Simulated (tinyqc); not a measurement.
Vacuum evaporation: vapour pressure, source flux, thickness distribution, purity and step coverage: one step, computed by the program tinyqc.

Molecular flow, unit sticking of the metal, no re-evaporation. The background gas is taken as water vapour (18.015 g/mol, collision diameter 0.37 nm) at 300 K.

Task: Offset source and rotation. Rotating wafer, source offset by s and facing upwards: thickness at radius r is the mean over the angle a of (1 + (r^2 + s^2 - 2 r s cos a)/h^2)^(-(n + 3)/2), by 360 equal steps; non-uniformity (max - min)/(max + min) over 21 radii from 0 to R.

Inputs (values chosen for the exercise, modelled on gold, with constants for the liquid):

| quantity | value | unit |
|---|---|---|
| directionality n | 2 | - |
| source-to-wafer distance h | 24 | cm |
| wafer radius R | 5 | cm |
| source offset from the axis s/h | 0.82 | - |

Give: centre thickness relative to an axial source; edge over centre, rotating; non-uniformity, rotating.

Result:

centre thickness relative to an axial source = 0.2765

edge over centre, rotating = 1.025

non-uniformity, rotating = 1.214 %
